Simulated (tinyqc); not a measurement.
Worked calculation: band gaps under pressure and temperature from deformation potentials. Values are carried at full precision from step to step, so a last printed digit may differ when a step is redone from the rounded ones.

Murnaghan: V/V0 = (1 + Bp P/B0)^(-1/Bp), B0 = (C11 + 2 C12)/3. Each gap moves by a ln(V/V0) with its volume potential a, and falls with temperature by aV T^2/(T + bV) (Varshni); the two effects are added. No change of phase is considered.

Values chosen for the exercise (near those of AlAs, the X and L potentials typical of such crystals; not measured data): C11 = 124.7 GPa; C12 = 53.7 GPa; Bp = 4.35 (pressure derivative of the bulk modulus); P = 4.7 GPa (pressure); Eg = 3.137 eV (gap at Gamma to the s-like level at 0 K, 0 GPa); EgX = 2.203 eV (gap to X at 0 K, 0 GPa); EgL = 2.455 eV (gap to L at 0 K, 0 GPa); aG = -8.18 eV (volume potential of the Gamma gap); aX = 1.2 eV (volume potential of the X gap); aL = -4.44 eV (volume potential of the L gap); aV = (0.856, 0.694, 0.616) meV/K (Varshni alpha of Gamma, X, L); bV = (527, 562, 211) K (Varshni beta of Gamma, X, L); T = 400 K (temperature); aT = 5.4 1e-6/K (linear thermal expansion near 300 K).

## Volume under pressure

Give B0, V/V0, ln(V/V0), the change of the lattice constant and the linear estimate -P/B0.

B0 = 77.37 GPa
V/V0 = 0.94752
ln(V/V0) = -0.05391
change of a = -1.781 %
-P/B0 = -0.06075

The stiffening under pressure makes the compression 11.3 % smaller than the linear estimate.

## Gaps at P and T

Give both shifts and the gaps.

pressure shifts (eV): Gamma 0.4409, X -0.0647, L 0.2393

temperature shifts (eV): Gamma -0.1477, X -0.1154, L -0.1613

gaps (eV): Gamma 3.4302, X 2.0229, L 2.5330

The lowest valley is X (indirect gap), 510 meV below L; at 0 K and 0 GPa it is X.

## Pressure coefficients

Expand in P: E = E0 + c1 P + c2 P^2 with c1 = -a/B0 and c2 = a Bp/(2 B0^2).

c1 (meV/GPa): Gamma 105.73, X -15.51, L 57.39

c2 (meV/GPa^2): Gamma -2.972, X 0.436, L -1.613

Gamma and L rise under pressure and X falls, as the signs of the volume potentials say.

## Pressures at which the valleys cross

Two gaps meet at ln(V/V0) = -(E_i - E_j)/(a_i - a_j), with the gaps at T and P = 0; then P = (B0/Bp)(exp(-Bp ln(V/V0)) - 1). A dash marks expansion or a compression beyond ln(V/V0) = -0.3.

Crossings:
```
pair,E_i - E_j (eV),ln(V/V0),P (GPa)
Gamma-X,0.9017,0.0961,-
Gamma-L,0.6956,0.1860,-
L-X,0.2061,0.0365,-
```

The lowest valley stays X down to ln(V/V0) = -0.3, far beyond the phase change of the real crystal near 12 GPa.

## How much of dE/dT is thermal expansion

At 300 K: dE/dT = -aV T (T + 2 bV)/(T + bV)^2; expansion alone gives 3 aT a; the rest is electron-phonon coupling.

dE/dT (meV/K): Gamma -0.5084, X -0.3990, L -0.5110

from expansion (meV/K): Gamma -0.1325, X 0.0194, L -0.0719

remainder (meV/K): Gamma -0.3759, X -0.4184, L -0.4390

Expansion supplies 26 % of the slope at Gamma and 14 % at L; at X it works against the fall.

## Checks

- Slope of the Gamma gap at P = 0 by finite differences against c1 (meV/GPa): both 105.73.

Run: tinyqc, `OMP_NUM_THREADS=1 python tinyqc.py 1051344 1051345 out.jsonl`; Intel(R) Xeon(R) Processor @ 2.30GHz, one thread, shared host; about 0.01 s of CPU time with all checks.
